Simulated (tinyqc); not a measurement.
Six-band hole subbands of a thin body in a field, step by step. Values are carried at full precision from step to step, so a last printed digit may differ when a step is redone from the rounded ones.

Constants: hbar^2/2m0 = 3.80998211 eV angstrom^2.

Parameters, chosen for this exercise (near those of a p-type Ge channel; the results hold for these values, not for the real material):
- S = (9.78, -2.65, 14.95) 1/TPa (compliances s11, s12, s44)
- sx = -1.5 GPa (stress along the channel [1-10], negative in compression)
- b = -2.5 eV (tetragonal potential)
- d = -5.33 eV (trigonal potential)
- g1 = 13.36 (Luttinger gamma1)
- g2 = 4.25 (gamma2)
- g3 = 5.72 (gamma3)
- face = 110 (surface)
- Dso = 0.285 eV (spin-orbit splitting)
- t = 80 angstrom (body thickness)
- F = 0 MV/cm (field across the body)
- kmax = 0.1 1/angstrom (end of the path)

## Strain and its block

exx = eyy = (s11 + s12) sx/2, ezz = s12 sx, exy = -s44 sx/4 (1 GPa/TPa = 1e-3). With e0 the traceless part, B_XX = 2b e0xx - b (e0yy + e0zz) and B_XY = sqrt(3) d exy.

strain:
```
           x          y         z
x  -0.005347   0.005606         0
y   0.005606  -0.005347         0
z          0          0  0.003975
```

B (eV):
```
          X         Y         Z
X   0.02331  -0.05176         0
Y  -0.05176   0.02331         0
Z         0         0  -0.04661
```

## Confinement masses without spin-orbit coupling

C(n n^T)/c has C_XX = (g1 + 4 g2) nx^2 + (g1 - 2 g2)(ny^2 + nz^2) and C_XY = 6 g3 nx ny, n the unit normal; its eigenvalues are the inverse masses along n.

C(n n^T)/c:
```
         X        Y       Z
X  17.6100  17.1600       0
Y  17.1600  17.6100       0
Z        0        0  4.8600
```

masses (m0): 2.2222  0.2058  0.0288

The heaviest mass, 2.22, comes from a near cancellation among the gammas, so a few per cent in them move it strongly.

## The matrix for one sine at q = 0

Basis X, Y, Z times spin, hole energies counted downwards from the unstrained edge (the hydrostatic shift is left out), c = hbar^2/2m0. For a symmetric tensor T let C(T) have C_XX = L Txx + M (Tyy + Tzz), C_XY = N Txy (cyclic), L = c (g1 + 4 g2), M = c (g1 - 2 g2), N = 6 c g3. k = q + kz n, n the unit normal, q = k1 u + k2 v with u along the channel [1-10] and v = n x u. H = C(k k^T) + (Dso/3)(1 - L.sigma) - B + e F z with (L_k)_ij = -i epsilon_kij; B is the block C built from the traceless strain with 2b, -b and sqrt(3) d in place of L, M, N. Strain: exx = eyy = (s11 + s12) sx/2, ezz = s12 sx, exy = -s44 sx/4. Hard walls at z = 0 and t; basis sin(j pi z/t), j = 1 to Nz: kz^2 = (j pi/t)^2, kz = -i D with D_jl = 4 j l/(t (j^2 - l^2)), z_jj = t/2 and z_jl = -8 t j l/(pi (j^2 - l^2))^2 for j + l odd; 1 MV/cm = 0.01 eV/angstrom.

Nz = 1, in meV.

H (meV):
```
               X+             Y+      Z+             X-             Y-      Z-
X+         175.16  152.58+95.00i       0              0              0  -95.00
Y+  152.58-95.00i         175.16       0              0              0  95.00i
Z+              0              0  170.17          95.00        -95.00i       0
X-              0              0   95.00         175.16  152.58-95.00i       0
Y-              0              0  95.00i  152.58+95.00i         175.16       0
Z-         -95.00        -95.00i       0              0              0  170.17
```

## Its levels

Diagonalise; the levels come in pairs. Give each pair and its weights on X, Y, Z, summed over spin and averaged over the pair.

levels (meV): -30.40  136.94  413.95

weights:
```
   pair 1  pair 2  pair 3
X   0.433   0.167   0.400
Y   0.433   0.167   0.400
Z   0.134   0.665   0.201
```

## More sines

The four lowest pairs at q = 0.

Hole energies (meV):

| Nz | pair 1 | pair 2 | pair 3 | pair 4 |
|---|---|---|---|---|
| 1 | -30.40 | 136.94 | 413.95 | - |
| 2 | -30.40 | -7.76 | 136.94 | 268.82 |
| 4 | -30.40 | -7.76 | 17.41 | 44.10 |
| 8 | -30.40 | -7.76 | 17.41 | 44.10 |
| 16 | -30.40 | -7.76 | 17.41 | 44.10 |

One sine is exact for the top subband, since without a field nothing joins different j at q = 0. The second pair lies 22.6 meV deeper.

## Dispersion of the top subband

Nz = 14; the two lowest levels (spin-split where the field breaks inversion), in meV from their value at q = 0.

Energies (meV):

| \|q\| (1/angstrom) | u a | u b | v a | v b |
|---|---|---|---|---|
| 0.025 | 56.19 | 56.19 | 14.28 | 14.28 |
| 0.050 | 127.07 | 127.07 | 46.51 | 46.51 |
| 0.075 | 169.17 | 169.17 | 97.06 | 97.06 |
| 0.100 | 203.04 | 203.04 | 170.52 | 170.52 |

From the mean of each pair in the first row, c q^2/E gives 0.04 m0 along u and 0.17 m0 along v. Without a field each pair stays degenerate. These masses hold for the first row only: the band bends further out.

## Checks

- Top level at q = 0 on (001) without field and stress against c (g1 - 2 g2)(pi/t)^2, eV: both 0.02855.
- Hermiticity, and E(q) against E(-q): they agree to 1e-10 or better.

Run: tinyqc, `OMP_NUM_THREADS=1 python tinyqc.py 1250970 1250971 out.jsonl`; Intel(R) Xeon(R) Processor @ 2.30GHz, one thread, shared host; about 0.5 s of CPU time with all checks.
